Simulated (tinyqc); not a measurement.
## Superjunction drift layer against a plain one, charge balance: effect of the wanted breakdown voltage

Alternating n and p pillars of equal width wp, doping N and length Lp. When depleted, the lateral field peaks at Ex = q N wp/(2 eps0 eps_r) at the pillar junctions and a uniform vertical field Ey is added; breakdown is taken where Ex^2 + Ey^2 = Ef^2. Only the n pillars conduct, narrowed by the zero-bias depletion. A first-order model: the field peaks at the pillar ends are left out.

Ec(N) = E16 (N/1e16 cm^-3)^(1/8), mu(N) = mi + (mx - mi)/(1 + (N/Nr)^0.9). Plain drift layer for BV: N solves BV = eps0 eps_r Ec(N)^2/(2 q N), W = 2 BV/Ec, Rsp = W/(q mu N). Ex = a Ef gives N = 2 eps0 eps_r a Ef/(q wp); Ey = Ef sqrt(1 - a^2); Lp = BV/Ey; xd = sqrt(eps0 eps_r Vb/(q N)) on each side; Rsp = 2 Lp/(q mu(N) N (1 - 2 xd/wp)). An imbalance dl leaves the mean net doping |dl| N/2, which tilts the vertical field by s = q |dl| N/(2 eps0 eps_r): BV(dl) = Ey Lp - s Lp^2/2, or Ey^2/(2 s) if the field reaches zero inside the pillar.

Parameters, values chosen for the exercise; values close to those of silicon:
- eps_r = 12.1 (relative permittivity of the semiconductor)
- E16 = 0.406 MV/cm (critical field at a doping of 1e16 cm^-3)
- mx = 1390 cm^2/(V s) (mobility at low doping)
- mi = 94.3 cm^2/(V s) (mobility at high doping)
- Nr = 1.3e17 cm^-3 (reference doping of the mobility)
- wp = 1 um (width of each pillar)
- Ef = 0.3 MV/cm (critical field inside the pillars)
- a = 0.66 (lateral peak field as a share of Ef)
- Vb = 0.8 V (built-in voltage of the pillar junctions)
- dl = -4.1 % (charge imbalance (Nn - Np)/N)

Constants: q = 1.602176634e-19 C, eps0 = 8.8541878128e-14 F/cm where lengths are in cm. Results are converted to the units shown.

The same in every row: N (cm^-3) = 2.648e16.

Result of one run:
```
BV (V)  Lp (um)  Rsp, pillars (mohm cm^2)  Rsp, plain (mohm cm^2)  BV(dl) (V)
75        3.328                    0.1922                  0.2802       70.51
```

What becomes of these results when the wanted breakdown voltage BV is changed from 75 to 890 V, all else the same?

Result of the changed run:
```
BV (V)  Lp (um)  Rsp, pillars (mohm cm^2)  Rsp, plain (mohm cm^2)  BV(dl) (V)
890       39.49                     2.281                   128.2       312.9
```

The whole series:
```
BV (V)  Lp (um)  Rsp, pillars (mohm cm^2)  Rsp, plain (mohm cm^2)  BV(dl) (V)
75        3.328                    0.1922                  0.2802       70.51
110       4.881                    0.2819                  0.7138       100.3
170       7.543                    0.4357                   2.086       146.9
260       11.54                    0.6664                   5.978       206.0
390       17.30                    0.9996                   16.38       268.5
590       26.18                     1.512                   45.96       311.8
890       39.49                     2.281                   128.2       312.9
1400      62.12                     3.588                   397.2       312.9
```

As BV goes from 75 to 1400 V, Rsp of the pillars rises from 0.192 to 3.59 mohm cm^2 and BV with the imbalance rises from 70.5 to 313 V. Rsp goes as BV^(1.00) for the pillars and BV^(2.48) for the plain layer; the pillars win in 8 of the 8 rows. For BV = 890 to 1400 V the aspect ratio passes 30, which is hard to make.

tinyqc, about 0.01 s, one thread, Intel Xeon 2.30GHz (shared host): `OMP_NUM_THREADS=1 python tinyqc.py 2590106 2590107 out.jsonl`
